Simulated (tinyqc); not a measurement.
# MESFET, gradual channel with velocity saturation: what changes with what

A uniformly doped n-type channel, depleted from the top by a Schottky gate; at channel potential V the depleted share of a is u = sqrt((Vbi - Vg + V)/Vp), s at the source. Electrons drift with v = mu E/(1 + mu E/vsat). Abrupt depletion edge, no series resistance, source at 0.

Parameters, values chosen for the exercise; material values close to those of 4H silicon carbide: temperature T = 250 K; relative permittivity of the semiconductor eps_r = 9.66; conduction-band density of states at T Nc = 1.31e19 cm^-3; donor density of the channel Nd = 2.3e16 cm^-3; channel thickness a = 350 nm; low-field mobility at this doping mu = 630 cm^2/(V s); saturation velocity vsat = 2.8e7 cm/s; gate length L = 0.5 um; gate width W = 50 um; Schottky barrier phiB = 0.94 V; gate voltage Vg = 0 V.

Constants: q = 1.602176634e-19 C, kB = 1.380649e-23 J/K, Vt = kB T/q, eps0 = 8.8541878128e-14 F/cm where lengths are in cm. Results are converted to the units shown.

Each table varies one quantity; the others keep the values above.

## Effect of the gate length on saturation

Vbi = phiB - Vt ln(Nc/Nd); Vp = q Nd a^2/(2 eps0 eps_r); G0 = q mu Nd a W/L; Z = mu Vp/(vsat L); s = sqrt((Vbi - Vg)/Vp). I = (G0 Vp/3) F/(1 + Z (u^2 - s^2)), F = 3 (u^2 - s^2) - 2 (u^3 - s^3), with u at V = Vd; Z = 0 gives constant mobility, for which u stops at 1. The current peaks at u = um, the root of (1 - u)(1 + Z (u^2 - s^2)) = Z F/3; beyond Vdsat = Vp (um^2 - s^2) it is held at that value. gm = G0 (um - s)/(1 + Z (um^2 - s^2)).

Effect of the gate length on saturation:

| L (um) | Z | um | Vdsat (V) | Isat (mA) | Isat for Z = 0 (mA) | gm (mS) |
|---|---|---|---|---|---|---|
| 0.1 | 5.9375 | 0.78905 | 0.83966 | 3.8090 | 15.105 | 3.3370 |
| 0.21 | 2.8274 | 0.84364 | 1.0748 | 2.8233 | 7.1928 | 2.6246 |
| 0.45 | 1.3194 | 0.89587 | 1.3146 | 1.8803 | 3.3566 | 1.8747 |
| 0.97 | 0.61211 | 0.93789 | 1.5179 | 1.1215 | 1.5572 | 1.1962 |
| 2.1 | 0.28274 | 0.96645 | 1.6615 | 0.60582 | 0.71928 | 0.68107 |
| 4.4 | 0.13494 | 0.98258 | 1.7444 | 0.31451 | 0.34329 | 0.36524 |
| 9.4 | 0.063165 | 0.99147 | 1.7907 | 0.15401 | 0.16069 | 0.18224 |
| 20 | 0.029687 | 0.99590 | 1.8140 | 0.074005 | 0.075524 | 0.088421 |

What does the comparison show, and why?

As L goes from 0.1 to 20 um, Vdsat rises from 0.840 to 1.81 V, Isat falls from 3.81 to 0.0740 mA and gm falls from 3.34 to 0.0884 mS. Isat is 0.252 of the constant-mobility value in the first row and 0.980 in the last. Isat goes as L^(-0.40) between the first two rows and as L^(-0.97) between the last two; constant mobility gives 1/L, and short gates gain less because the velocity is capped. For L = 0.1 to 0.45 um the gate is shorter than 2 a, outside the gradual-channel approximation.

## Effect of the saturation velocity on saturation

Same model as above.

The same in every row: Isat for Z = 0 (mA) = 3.0210.

Results:

| vsat (cm/s) | Z | um | Vdsat (V) | Isat (mA) | gm (mS) |
|---|---|---|---|---|---|
| 3e6 | 11.083 | 0.74498 | 0.66126 | 0.49336 | 0.41569 |
| 4.8e6 | 6.9270 | 0.77787 | 0.79341 | 0.68759 | 0.59604 |
| 7.7e6 | 4.3182 | 0.81249 | 0.93872 | 0.93109 | 0.83544 |
| 1.2e7 | 2.7708 | 0.84511 | 1.0814 | 1.1986 | 1.1163 |
| 3.1e7 | 1.0726 | 0.90846 | 1.3746 | 1.8299 | 1.8596 |
| 5e7 | 0.66500 | 0.93400 | 1.4987 | 2.1280 | 2.2546 |

Estimate the missing row, vsat = 2e7 cm/s.

Computed row:

| vsat (cm/s) | Z | um | Vdsat (V) | Isat (mA) | gm (mS) |
|---|---|---|---|---|---|
| 2e7 | 1.6625 | 0.88087 | 1.2443 | 1.5364 | 1.4992 |

With this row back in the table: As vsat goes from 3e6 to 5e7 cm/s, Vdsat rises from 0.661 to 1.50 V, Isat rises from 0.493 to 2.13 mA and gm rises from 0.416 to 2.25 mS. Isat is 0.163 of the constant-mobility value in the first row and 0.704 in the last. In every row the gate is shorter than 2 a, outside the gradual-channel approximation.

## Output curve

Same model as above.

Results:

| Vd (V) | u (at most 1) | I for Z = 0 (mA) | I (mA) |
|---|---|---|---|
| 0.3 | 0.6466 | 0.9740 | 0.8582 |
| 0.75 | 0.7672 | 2.039 | 1.525 |
| 0.98 | 0.8221 | 2.423 | 1.681 |
| 1.2 | 0.8713 | 2.696 | 1.751 |
| 1.43 | 0.9200 | 2.891 | 1.763 |
| 1.65 | 0.9642 | 2.994 | 1.763 |
| 1.88 | 1.000 | 3.021 | 1.763 |
| 2.1 | 1.000 | 3.021 | 1.763 |

Estimate the missing row, Vd = 0.53 V.

Computed row:

| Vd (V) | u (at most 1) | I for Z = 0 (mA) | I (mA) |
|---|---|---|---|
| 0.53 | 0.7108 | 1.574 | 1.271 |

With this row back in the table: With constant mobility the current rises from 0.974 to 3.02 mA and saturates at pinch-off, Vd = 1.84 V; with Z = 1.19 it saturates at 1.35 V and 1.76 mA. The two differ by 12 % in the first row and 42 % in the last. In every row the gate is shorter than 2 a, outside the gradual-channel approximation.

Program tinyqc, `OMP_NUM_THREADS=1 python tinyqc.py 2500008 2500009 out.jsonl`; Intel Xeon 2.30GHz, shared host, one thread, about 0.05 s.
